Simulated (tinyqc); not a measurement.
Joint density of states against eps2: interband optics of a two-band s-p chain from momentum matrix elements.

H(k) = [[Es - 2 ts cos ka, 2i V sin ka], [-2i V sin ka, Ep_ + 2 tp cos ka]] in the basis s, p; the lower band is full, with two electrons a cell. The velocity operator times hbar is W = dH/dk (eV angstrom); intra-atomic dipoles are left out.

With w(k) = |<c|W|v>|^2 and D(k) = Ec - Ev, on the mesh k_j = (j + 1/2)/N (2 pi/a): eps(E) = 1 + (8 pi e2/(a Ar)) mean_j (w/D^2) [1/(D - E - i eta) + 1/(D + E + i eta)], e2 = e^2/(4 pi eps0); light polarised along the chains, no local fields.

Constants: e^2/(4 pi eps0) = 14.39964547 eV angstrom.

Inputs chosen for the exercise: a = 3.77 angstrom (period); Es = 2.65 eV (upper orbital (s)); Ep_ = -1.82 eV (lower orbital (p)); ts = 0.46 eV (s-s hopping); tp = 0.48 eV (p-p hopping); V = 1.1 eV (s-p hopping); Ar = 7.9 angstrom^2 (cross-section per chain); eta = 0.2 eV (Lorentzian half width).

Mesh of 2000 points. J(E) = mean of (eta/pi)/((E - D)^2 + eta^2). The fourth column is J times the constant (8 pi^2 e2/(a Ar)) mean(w/D^2). R = |(sqrt(eps) - 1)/(sqrt(eps) + 1)|^2.

Spectrum:

| E (eV) | J (1/eV) | eps2 | eps2 with constant element | eps1 | R |
|---|---|---|---|---|---|
| 1.99 | 0.018 | 4.024 | 1.096 | 20.910 | 0.416 |
| 2.47 | 0.082 | 24.282 | 4.896 | 31.410 | 0.547 |
| 2.94 | 0.130 | 27.916 | 7.770 | -8.016 | 0.645 |
| 3.42 | 0.108 | 11.318 | 6.431 | -9.180 | 0.652 |
| 3.89 | 0.103 | 5.230 | 6.126 | -5.933 | 0.635 |
| 4.37 | 0.106 | 2.580 | 6.292 | -2.900 | 0.554 |
| 5.32 | 0.137 | 1.409 | 8.162 | 2.513 | 0.083 |
| 5.79 | 0.191 | 2.908 | 11.406 | 6.475 | 0.217 |
| 6.27 | 0.487 | 16.481 | 29.049 | 11.516 | 0.453 |
| 6.74 | 0.368 | 11.567 | 21.918 | -13.878 | 0.736 |
| 7.22 | 0.066 | 2.116 | 3.937 | -7.667 | 0.844 |

Give the missing row, E (eV) = 4.84.

Computed row:
```
E (eV)  J (1/eV)   eps2  eps2 with constant element    eps1      R
4.84       0.115  1.511                       6.871  -0.281  0.231
```

Transitions span 2.590 to 6.618 eV. Among the energies listed J peaks at 6.27 eV and eps2 at 2.94 eV. The ratio of eps2 to the constant-element value is 3.59 at 2.94 eV and 0.57 at 6.27 eV: w/D^2 is 10.255 angstrom^2 at the zone centre and 1.706 at the edge.

Computed by tinyqc, a small Python program: `OMP_NUM_THREADS=1 python tinyqc.py 1651790 1651791 out.jsonl` (the numbers bound the seed that draws the inputs); one thread of a shared host (Intel(R) Xeon(R) Processor @ 2.30GHz), about 0.01 s for the whole set of steps.
